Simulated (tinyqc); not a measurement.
Long-channel MOSFET, surface-potential model: course of the iteration: surface potential at the source by Newton steps.

n-channel transistor on a uniformly doped p-type body, gradual-channel approximation, constant mobility, Boltzmann statistics, full ionisation. Potentials are counted from the neutral body; V is the electron quasi-Fermi potential, Vsb at the source and Vsb + Vds at the drain. Charges are magnitudes per area.

With V = Vsb: G = psi - Vt + Vt e, e = exp((psi - 2 phiF - Vsb)/Vt); f = Vgs + Vsb - Vfb - psi - gamma sqrt(G); f' = -1 - gamma (1 + e)/(2 sqrt(G)); psi(new) = psi - f/f'.

Stop when psi changes by less than 1e-10 V, or after 40 iterations.

Inputs (values chosen for the exercise); material values close to those of 4H silicon carbide:
- T = 300 K (temperature)
- Vfb = -2.51 V (flat-band voltage)
- Vsb = 2 V (source-body reverse bias)
- Vgs = 1.83 V (gate-source voltage)

Constants: q = 1.602176634e-19 C, kB = 1.380649e-23 J/K, Vt = kB T/q. Results are converted to the units shown.

psi at the start (the smaller of 2 phiF + Vsb + 4 Vt and the root without inversion charge) = 4.90546 V
phiF = 1.40103 V
gamma = 0.0396665 V^0.5

Course of the iteration:
```
iteration,psi (V),|change| (V)
1,5.83283,0.927
2,5.78113,0.0517
3,5.72943,0.0517
4,5.67772,0.0517
5,5.62602,0.0517
6,5.57431,0.0517
7,5.52261,0.0517
8,5.47092,0.0517
9,5.41923,0.0517
...,...,...
13,5.21422,0.0505
14,5.16580,0.0484
15,5.12277,0.0430
16,5.09152,0.0313
17,5.07763,0.0139
18,5.07547,2.16e-3
19,5.07542,4.48e-5
20,5.07542,1.87e-8
21,5.07542,< 1e-13
```

Did this iteration meet its convergence test, and what does its course show?

Yes. Converged in 21 iterations. At the end the number of correct digits about doubles with each step.

Range of the model: The surface field at the source is about 1.9 MV/cm, where quantisation and degeneracy of the inversion layer, left out here, matter.

tinyqc, about 0.08 s, one thread, Intel Xeon 2.30GHz (shared host): `OMP_NUM_THREADS=1 python tinyqc.py 2360111 2360112 out.jsonl`
